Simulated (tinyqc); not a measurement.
Inside a calculation. Method: Hubbard ring of 5 sites. One step of it, computed by the program tinyqc.

Task: Mean-field iteration 1. H(up) = T + U n(down), H(down) = T + U n(up); fill the lowest levels; n(new) = n + mixing (n(out) - n); E = tr T (rho up + rho down) + U sum n_up n_down of the output.

one-body matrix (hopping and site energies) (eV), lower triangle:
```
           1          2          3          4         5
1   0.000000
2  -0.650000   0.000000
3   0.000000  -0.650000   0.000000
4   0.000000   0.000000  -0.650000   0.000000
5  -0.650000   0.000000   0.000000  -0.650000  0.000000
```

U = 4.600000 eV

electrons, up and down: 3  2

mixing = 0.200000

n(up) at the start (a guess, not normalised): 1 0.900000, 2 0.300000, 3 0.900000, 4 0.300000, 5 0.900000

n(down) at the start (a guess): 1 0.100000, 2 0.700000, 3 0.100000, 4 0.700000, 5 0.100000

Give: levels, up; levels, down; energy; n(up) after iteration 1; n(down) after iteration 1.

Result:

levels, up (eV): -0.3563  0.2457  0.9258  3.4042  3.6005

levels, down (eV): 0.9489  1.2603  3.6015  4.4596  4.9097

energy = -0.6032 eV

n(up) after iteration 1: 1 0.9099, 2 0.2578, 3 0.9046, 4 0.2578, 5 0.9099

n(down) after iteration 1: 1 0.0890, 2 0.7438, 3 0.0945, 4 0.7438, 5 0.0890
